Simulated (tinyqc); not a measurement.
Minority carriers and saturation current of a heavily doped emitter: two steps of the calculation.

n-type, parabolic bands, full ionisation. eta = (EF - Ec)/kB T solves N = Nc F12(eta), F12(x) = (2/sqrt(pi)) int_0^infinity sqrt(u)/(1 + exp(u - x)) du. The gap shrinks rigidly by dEg = a3 y^(1/3) + a4 y^(1/4) + a2 y^(1/2), y = N/1e18 cm^-3, an empirical law that is here taken as the true narrowing.

Values chosen for this exercise; band and dielectric values close to those of silicon: temperature T = 250 K; band gap Eg = 1.13 eV; conduction-band density of states at 250 K Nc = 2.16e19 cm^-3; valence-band density of states at 250 K Nv = 2.02e19 cm^-3; ionised donor density N = 1.4e19 cm^-3; coefficient of (N/1e18)^(1/3) a3 = 17.3 meV; coefficient of (N/1e18)^(1/4) a4 = 12.7 meV; coefficient of (N/1e18)^(1/2) a2 = 3.9 meV; minority-hole mobility mup = 180 cm^2/(V s); Auger coefficient Cn = 2.1e-31 cm^6/s; defect lifetime ts = 5.3 us; emitter width W = 51 nm; recombination velocity at the contact S = 4.3e5 cm/s.

Constants: q = 1.602176634e-19 C, kB = 1.380649e-23 J/K, Vt = kB T/q. Results are converted to the units shown.

Task 1. Effective intrinsic density. ni = sqrt(Nc Nv) exp(-Eg/(2 Vt)), Eg in volts; degeneracy factor g = F12(eta) exp(-eta); nie^2 = ni^2 exp(dEg/kB T) g, p0 = nie^2/N; apparent narrowing dEg + kB T ln g.

converged eta = -0.20652089

Find: ni; dEg; g; apparent narrowing; nie; p0.

Result 1.

ni = 8.511e7 cm^-3
dEg = 80.85 meV
g = 0.7968
apparent narrowing = 75.96 meV
nie = 4.962e8 cm^-3
p0 = 0.01759 cm^-3

Narrowing multiplies p0 by 42.7 and degeneracy by 0.797.

Task 2. Saturation current. 1/tau = Cn N^2 + 1/ts, D = mup Vt, L = sqrt(D tau); J0 = (q p0 D/L)(s + tanh(W/L))/(1 + s tanh(W/L)), s = S L/D; the share recombining inside is 1 - 1/[cosh(W/L)(1 + tanh(W/L)/s)].

p0 = 0.017586917 cm^-3

Find: tau; L; s; J0; share recombining inside.

Result 2.

tau = 24.18 ns
L = 3062 nm
s = 33.96
J0 = 0.7743 fA/cm^2
share recombining inside = 0.06287 %

The emitter is transparent: most holes reach the contact.

Range of the model: Band tails, non-parabolic bands and incomplete ionisation are left out.

tinyqc, about 0.01 s, one thread, Intel Xeon 2.30GHz (shared host): `OMP_NUM_THREADS=1 python tinyqc.py 2330035 2330036 out.jsonl`
